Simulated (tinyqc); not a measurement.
Two-valley model of the transferred-electron effect: one step, computed by the program tinyqc.

Both kinds of valley share one electron temperature T_e, and each has a constant mobility.

Question. Does a domain form? Space charge grows at the rate n e |mu_d|/(eps eps_0) during the transit time L/v, with v the valley velocity; Kroemer's criterion asks n L > eps eps_0 v/(e |mu_d|). Transit frequency v/L.

Inputs (values chosen for the exercise, modelled on In0.53Ga0.47As): lattice temperature T = 500 K; doping n = 2.8e+16 1/cm^3; device length L = 2.7 micrometre; permittivity eps = 13.9.

Solver: bisection.

valley velocity = 1.921794 1e7 cm/s

most negative differential mobility = -874.1804 cm^2/(V s)

Constants: eps_0 = 8.8541878128e-12 F/m; e = 1.602176634e-19 C.

Give: critical n L; n L of the device; transit frequency.

Answer.

critical n L = 1.6887e+11 1/cm^2

n L of the device = 7.56e+12 1/cm^2

transit frequency = 71.178 GHz

n L is 44.8 times the critical product: a domain can mature if the bias field lies in the region of negative slope.
